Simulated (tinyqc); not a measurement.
Formation energy of a charged point defect from supercell energies: one step, computed by the program tinyqc. Command: `OMP_NUM_THREADS=1 python tinyqc.py 3003853 3003854 out.jsonl formation walk`. One thread of a shared host (Intel(R) Xeon(R) Processor @ 2.30GHz), about 0.01 s of CPU time with the checks.

The host is a compound AB. Making the defect adds n_A = -1, n_B = 0, n_X = 1 atoms to the cell. All total energies are inputs. E_F is counted from the valence-band maximum (VBM); x = 0 is A-rich and x = 1 B-rich growth.

Question. Transition levels and the lower envelope. eps(q/q') = [E_f(q', 0) - E_f(q, 0)]/(q - q'). U of state q is eps(q/q-1) - eps(q+1/q). The stable state at each E_F is the lowest line E_f(q, 0) + q E_F.

Inputs (values chosen for the exercise, for a model compound AB): gap E_g = 3.31 eV; dielectric constant eps = 10; cell length L = 15.7 angstrom.

Defect: impurity X on an A site. Supercell lattice: sc.

charge states q: [0, -1, -2, -3]

E_f(q, 0) (eV): (q=0) 5.151000, (q=-1) 6.120115, (q=-2) 6.569460, (q=-3) 8.688034

Give: One-electron levels above the VBM (eV); Stable states.

Answer.

One-electron levels above the VBM (eV):
```
level    energy  U of the state between this level and the next
(0/-1)    0.969                                          -0.520
(-1/-2)   0.449                                           1.669
(-2/-3)   2.119                                               -
```

Stable states:
```
q   from E_F (eV)  to E_F (eV)
0           0.000        0.709
-2          0.709        2.119
-3          2.119        3.310
```

Stable in the gap, from the VBM up: 0, -2, -3. State -1 is never the lowest: its U is negative, so two such centres gain by exchanging an electron. Caution: the largest image-charge correction in these energies, q^2 alpha e^2/(8 pi eps_0 eps L) with alpha = 2.837297, exceeds a quarter of the gap; the point-charge term alone is then a rough estimate, usually too large for a charge that is spread out.
